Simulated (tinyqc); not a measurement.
One-sided p+-n junction, ionisation integral and breakdown: two steps of the calculation.

A p+ layer at x < 0 and an n drift layer from x = 0. Depletion approximation, built-in voltage neglected. Local ionisation coefficients alpha_n = an exp(-(bn/E)^mx), alpha_p = ap exp(-(bp/E)^mx). Electrons move towards +x, holes towards x = 0.

Inputs (values chosen for the exercise); material values close to those of gallium arsenide:
```
symbol,value,unit,meaning
eps_r,13.1,,relative permittivity
an,2.88e5,1/cm,prefactor of the electron ionisation coefficient
bn,6.65e5,V/cm,field constant for electrons
ap,2.13e5,1/cm,prefactor of the hole ionisation coefficient
bp,6.95e5,V/cm,field constant for holes
mx,1.6,,exponent
N,1e15,cm^-3,donor density of the drift layer
V,234,V,reverse voltage
fr,0.4,,share of the depleted width that the grid covers
```

Constants: q = 1.602176634e-19 C, eps0 = 8.8541878128e-14 F/cm where lengths are in cm. Results are converted to the units shown.

Task 1. Field and ionisation coefficients on a grid. W = sqrt(2 eps0 eps_r V/(q N)), peak field E0 = q N W/(eps0 eps_r), falling linearly to 0 at W. Grid: 12 equal steps from 0 to fr W.

Find: W; x; E; alpha_n; alpha_p.

Result 1.

W = 18.41 um

```
point  x (um)  E (kV/cm)  alpha_n (1/cm)  alpha_p (1/cm)
0       0.000      254.3            2735            1439
1       0.614      245.8            2110            1089
2       1.227      237.3            1588           803.0
3       1.841      228.8            1163           574.8
4       2.454      220.4           825.3           397.7
5       3.068      211.9           564.9           264.8
6       3.681      203.4           370.9           168.6
7       4.295      194.9           232.0           101.9
8       4.908      186.5           137.2           58.01
9       5.522      178.0           76.00           30.76
10      6.136      169.5           38.93           15.00
11      6.749      161.0           18.17           6.623
12      7.363      152.6           7.582           2.593
```

Task 2. Ionisation integrals by the trapezoid rule. G(x) = integral from 0 to x of (alpha_n - alpha_p); I_n = integral of alpha_n exp(-G) (electrons injected at x = 0), I_p = integral of alpha_p exp(G(end) - G) (holes injected at the far edge); M = 1/(1 - I). All integrals by the trapezoid rule on the grid.

```
point     x (um)  alpha_n (1/cm)  alpha_p (1/cm)
0      0.0000000       2735.1361       1438.8760
1      0.6135592       2109.8348       1089.0467
2      1.2271184       1588.3241       803.00251
3      1.8406777       1163.1215       574.78364
4      2.4542369       825.32536       397.74520
5      3.0677961       564.86610       264.77605
6      3.6813553       370.85590       168.56626
7      4.2949146       232.02842       101.90801
8      4.9084738       137.24099       58.005371
9      5.5220330       75.996386       30.760966
10     6.1355922       38.925912       15.003457
11     6.7491514       18.167961       6.6229354
12     7.3627107       7.5820748       2.5928061
```

Wanted: G; alpha_n exp(-G); I_n; I_p; M_n; M_p.

Result 2.

```
point       G  alpha_n exp(-G) (1e3 1/cm)
0      0.0000                       2.735
1      0.0711                       1.965
2      0.1265                       1.400
3      0.1686                       0.983
4      0.1998                       0.676
5      0.2221                       0.452
6      0.2375                       0.292
7      0.2477                       0.181
8      0.2542                       0.106
9      0.2580                       0.059
10     0.2601                       0.030
11     0.2612                       0.014
12     0.2617                       0.006
```

I_n = 0.4619
I_p = 0.3000
M_n = 1.858
M_p = 1.429

Computed by the program tinyqc: `OMP_NUM_THREADS=1 python tinyqc.py 2120036 2120037 out.jsonl`, one thread of a shared Intel Xeon 2.30GHz, about 0.05 s for the whole run.
